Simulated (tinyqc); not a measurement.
What each parameter of the potential does: deformation potentials from a strained empirical pseudopotential.

Diamond lattice, no spin-orbit coupling. Atomic form factor V(q) = a1 (q^2 - a2)/(a3 exp(a4 q^2) - 1) in rydberg with q in 1/bohr, for the unstrained cell. Under a strain e the reciprocal vectors and k go over into (1 + e)^(-1) G, the atoms sit at +/- tau with tau = (1 + e) a (1,1,1)/8 - zeta a (eyz, ezx, exy)/4, and H(G,G') = c |k + G|^2 delta + (V(q)/det(1 + e)) cos(q.tau), q = G - G', with the term q = 0 left out; c = hbar^2/2m0. The basis is fixed before straining: all G with |k + G|^2 up to 16 (2 pi/a)^2. k is given in units of 2 pi/a of the unstrained cell.

Constants: hbar^2/2m0 = 3.80998211 eV angstrom^2; Ry = 13.60569312 eV; a0 (Bohr radius) = 0.5291772105 angstrom.

Parameters, chosen for this exercise (a germanium-sized cell with gaps well above those of Ge; shifted at random, so the results belong to these values and not to a real crystal):
- a = 5.659 angstrom (lattice constant)
- a1 = 0.399
- a2 = 2.408
- a3 = 2.051
- a4 = 0.457
- kD = 0.82 2 pi/a (position of the Delta minimum)

Gaps from the valence top to level 5 at Gamma and level 5 at (kD,0,0) and L, and their deformation potentials [E(+h) - E(-h)]/(3 ln((1 + h)/(1 - h))) for e = +/- h 1, h = 0.002. The row for the lattice constant keeps V(q) without the volume factor, so it is not a strain.

One parameter was then changed.

Results before and after:

| case | Gamma (eV) | Delta (eV) | L (eV) | potential Gamma (eV) | potential Delta (eV) | potential L (eV) |
|---|---|---|---|---|---|---|
| base | 1.689 | 1.271 | 1.180 | -8.92 | 0.88 | -2.89 |
| changed | 1.628 | 1.196 | 1.118 | -8.77 | 0.97 | -2.80 |

Which of these changes was made? (a) a = 5.716 angstrom; (b) a2 = 2.432; (c) a4 = 0.462; (d) a1 = 0.395; (e) a3 = 2.03.

Answer: (c) a4 = 0.462. Of the candidates, run in turn, only this one gives the changed row.

All candidates:

| case | Gamma (eV) | Delta (eV) | L (eV) | potential Gamma (eV) | potential Delta (eV) | potential L (eV) |
|---|---|---|---|---|---|---|
| base | 1.689 | 1.271 | 1.180 | -8.92 | 0.88 | -2.89 |
| a = 5.716 angstrom | 1.486 | 1.505 | 1.233 | -9.11 | 0.57 | -3.10 |
| a1 = 0.395 | 1.666 | 1.200 | 1.133 | -8.84 | 0.91 | -2.86 |
| a2 = 2.432 | 1.550 | 1.334 | 1.162 | -8.97 | 0.82 | -2.93 |
| a3 = 2.03 | 1.711 | 1.370 | 1.243 | -9.02 | 0.86 | -2.93 |
| a4 = 0.462 | 1.628 | 1.196 | 1.118 | -8.77 | 0.97 | -2.80 |

Computed by tinyqc, a small Python program: `OMP_NUM_THREADS=1 python tinyqc.py 1850368 1850369 out.jsonl` (the numbers bound the seed that draws the inputs); one thread of a shared host (Intel(R) Xeon(R) Processor @ 2.30GHz), about 0.2 s for the whole set of steps.
